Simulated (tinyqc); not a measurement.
Worked calculation: carrier statistics of a doped semiconductor with parabolic bands. Values are carried at full precision from step to step, so a last printed digit may differ when a step is redone from the rounded ones.

Constants: kB = 8.617333262e-05 eV/K; hbar^2/2m0 = 3.80998211 eV angstrom^2.

Inputs chosen for the exercise (near those of SiC; shifted at random, so the results belong to these values and not to a real crystal):
```
symbol  value     unit    meaning
Eg0     3.257     eV      gap at 0 K
al      0.000634  eV/K    Varshni alpha
be      1335      K       Varshni beta
T       350       K
ml      0.333     m0      longitudinal electron mass
mt      0.423     m0      transverse electron mass
Mv      3                 equivalent valleys
mhh     1.02      m0      heavy-hole mass
mlh     0.458     m0      light-hole mass
ND      7.3e+12   1/cm^3  donors
NA      2.8e+17   1/cm^3  acceptors
ED      0.0604    eV      donor level below Ec
EA      0.203     eV      acceptor level above Ev
```

## Gap and thermal energy

Eg(T) = Eg0 - al T^2/(T + be) (Varshni).

Eg = 3.21091 eV
kT = 0.030161 eV

The gap has shrunk by 46.1 meV from 0 K and is 106.5 kT wide.

## Effective densities of states

m_de = Mv^(2/3) (ml mt^2)^(1/3); m_dh = (mhh^(3/2) + mlh^(3/2))^(2/3); N = 2 (m kB T/(4 pi c))^(3/2) with c = hbar^2/2m0, in 1/angstrom^3; times 1e24 for 1/cm^3.

m_de = 0.8124 m0
m_dh = 1.2155 m0
Nc = 2.3157e+19 1/cm^3
Nv = 4.2377e+19 1/cm^3

The light holes supply 23.1 % of Nv, and Nc/Nv = 0.546.

## Intrinsic density and level

With Boltzmann statistics ni = sqrt(Nc Nv) exp(-Eg/2kT) and Ei = Eg/2 + (kT/2) ln(Nv/Nc), counted from Ev.

ni = 0.000239 1/cm^3
Ei = 1.6146 eV

Ei lies 9.1 meV above midgap, towards the band with the smaller density of states.

## Neutrality by bisection

Energies are counted from Ev, so Ec = Eg. n = Nc F_1/2((EF - Eg)/kT), p = Nv F_1/2(-EF/kT), ND+ = ND/(1 + 2 exp((EF - Eg + ED)/kT)), NA- = NA/(1 + 4 exp((EA - EF)/kT)); neutrality asks p + ND+ = n + NA-. F_j(eta) = (1/Gamma(j + 1)) integral_0^infinity x^j dx/(1 + exp(x - eta)), which tends to exp(eta) for eta << 0.

Start from the bracket [-0.2 eV, Eg + 0.2 eV]; at the midpoint EF take the sign of p + ND+ - n - NA-; where it is positive EF must rise. Fourteen steps are shown.

Bisection (eV, 1/cm^3):
```
step       low     high       EF         n         p       ND+       NA-  sign
1     -0.20000  3.41091  1.60545  0.000177  0.000323  7.30e+12  2.80e+17     -
2     -0.20000  1.60545  0.70273  1.77e-17  3.22e+09  7.30e+12  2.80e+17     -
3     -0.20000  0.70273  0.25136  5.61e-24  1.02e+16  7.30e+12  1.55e+17     -
4     -0.20000  0.25136  0.02568  3.16e-27  1.59e+19  7.30e+12  1.96e+14     +
5      0.02568  0.25136  0.13852  1.33e-25  4.28e+17  7.30e+12  8.02e+15     +
6      0.13852  0.25136  0.19494  8.64e-25  6.60e+16  7.30e+12  4.50e+16     +
7      0.19494  0.25136  0.22315  2.20e-24  2.59e+16  7.30e+12  9.18e+16     -
8      0.19494  0.22315  0.20905  1.38e-24  4.14e+16  7.30e+12  6.55e+16     -
9      0.19494  0.20905  0.20200  1.09e-24  5.23e+16  7.30e+12  5.45e+16     -
10     0.19494  0.20200  0.19847  9.72e-25  5.88e+16  7.30e+12  4.96e+16     +
11     0.19847  0.20200  0.20023  1.03e-24  5.54e+16  7.30e+12  5.20e+16     +
12     0.20023  0.20200  0.20111  1.06e-24  5.38e+16  7.30e+12  5.33e+16     +
13     0.20111  0.20200  0.20155  1.08e-24  5.30e+16  7.30e+12  5.39e+16     -
14     0.20111  0.20155  0.20133  1.07e-24  5.34e+16  7.30e+12  5.36e+16     -
```

Each step halves the bracket, which is 0.441 meV wide at the last row.

## The neutral state

Solve the neutrality condition for EF to convergence.

EF = 0.2013 eV
n = 1.07e-24 1/cm^3
p = 5.35e+16 1/cm^3
ND+ = 7.30e+12 1/cm^3
NA- = 5.35e+16 1/cm^3

The material is p-type; 19.1 % of the acceptors are ionised. EF lies 6.67 kT inside the gap from the valence edge, so Boltzmann statistics would serve; n p/(Nc Nv exp(-Eg/kT)) = 1.000.

## Checks

- F_1/2(1) by the trapezoid rule against adaptive quadrature: both 1.575641.
- Positive against negative charge at the solution (1/cm^3): both 5.35124e+16.

Run: tinyqc, `OMP_NUM_THREADS=1 python tinyqc.py 1681014 1681015 out.jsonl`; Intel(R) Xeon(R) Processor @ 2.30GHz, one thread, shared host; about 0.01 s of CPU time with all checks.
